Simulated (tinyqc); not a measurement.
Born-von Karman spring model of a cubic crystal with one atom per cell. Changing the temperature T. Computed by tinyqc, a small Python program. Command: `OMP_NUM_THREADS=1 python tinyqc.py 3016177 3016178 out.jsonl springs sweep`. One thread of a shared host (Intel(R) Xeon(R) Processor @ 2.30GHz), about 0.2 s of CPU time with the checks.

First neighbours lie at a (1,0,0) (6 of them), second at a (1,1,0) (12), with all permutations and signs; the volume per atom is Omega = a^3.

Inputs (values chosen for the exercise, for a model crystal):
```
quantity                value           unit
atomic mass M             132              u
radial spring k1L        4.99  eV/angstrom^2
transverse spring k1T   0.052  eV/angstrom^2
radial spring k2L         2.2  eV/angstrom^2
transverse spring k2T  -0.024  eV/angstrom^2
mesh divisions n           10              -
```

Lattice: sc.

Constants: nu for 1 eV/(angstrom^2 u) = 15.6333042 THz; h x 1 THz = 4.135667696 meV; k_B = 8.617333262e-05 eV/K; hbar^2/u = 4.18015928e-03 eV angstrom^2.

Method:
- A neighbour at R with unit vector n couples by the matrix K(R) = kL n n^T + kT (1 - n n^T), and D(q) = (1/M) sum_R K(R) [1 - cos(q.R)].
- An eigenvalue lambda of D in eV/(angstrom^2 u) gives nu = 15.6333042 THz x sqrt(lambda).
- Mesh: q = sum_i (m_i + 1/2)/n b_i, m_i = 0..n-1, with b = [[1.0, 0.0, 0.0], [0.0, 1.0, 0.0], [0.0, 0.0, 1.0]] in 2 pi/a; sums are averages over the n^3 points, per atom.
- With x = h nu/(k_B T) and n = 1/(exp(x) - 1) for each mode: F = k_B T [x/2 + ln(1 - exp(-x))], U = k_B T x (n + 1/2), S/k_B = x n - ln(1 - exp(-x)), C/k_B = x^2 n (n + 1).
- <u_x^2> = (1/3) sum over modes of hbar^2/(2 M h nu) coth(x/2); zero-point energy = sum h nu/2. <u_x^2> converges slowly with the mesh, from below, with an error of order 1/n.

One run for each value; columns: (1) temperature T (K); (2) heat capacity C (k_B/atom); (3) entropy S (k_B/atom); (4) <u_x^2> (angstrom^2); (5) free energy F (meV/atom); (6) energy U (meV/atom):
```
(1)     (2)     (3)        (4)      (5)     (6)
40   0.2673  0.0782  0.0007496    35.47   35.74
59   0.7348  0.2633  0.0007894    35.21   36.54
87   1.4183  0.6782  0.0008852    34.09   39.18
130  2.0826  1.3869  0.0010879    30.26   45.80
190  2.5108  2.2651  0.0014253    20.74   57.83
280  2.7592  3.2920  0.0019788    -1.00   78.43
410  2.8841  4.3709  0.0028142   -44.26  110.17
900  2.9754  6.6831  0.0060487  -283.73  234.58
```

Give the missing row, temperature T (K) = 610.

Computed row; columns: (1) temperature T (K); (2) heat capacity C (k_B/atom); (3) entropy S (k_B/atom); (4) <u_x^2> (angstrom^2); (5) free energy F (meV/atom); (6) energy U (meV/atom):
```
(1)     (2)     (3)        (4)      (5)     (6)
610  2.9468  5.5307  0.0041267  -130.21  160.52
```

Interpolating between the two neighbouring rows (the first column on a logarithmic scale, the others too where they are positive) misses most in free energy F (meV/atom), by 27 %. Over the rows, heat capacity C (k_B/atom) rises from 0.267 to 2.98 (exponent d ln y / d ln x 2.6 between the first rows and 0.025 between the last); entropy S (k_B/atom) rises from 0.0782 to 6.68 (exponent d ln y / d ln x 3.1 between the first rows and 0.49 between the last); <u_x^2> (angstrom^2) rises from 7.50e-4 to 0.00605 (exponent d ln y / d ln x 0.13 between the first rows and 0.98 between the last). At the high end the exponent of heat capacity C is 0.02, close to 0: the Dulong-Petit limit. At the high end the exponent of <u_x^2> is 0.98, close to 1: the classical law, k_B T over a spring constant. F is positive while zero-point energy rules and changes sign between 190 and 280 K, where T S overtakes U.

Caution (rows 40.0): the mesh is too coarse for this temperature: four more divisions change S by over 1 %.

Extremes, crossings and ranges named in words are read from the listed rows.
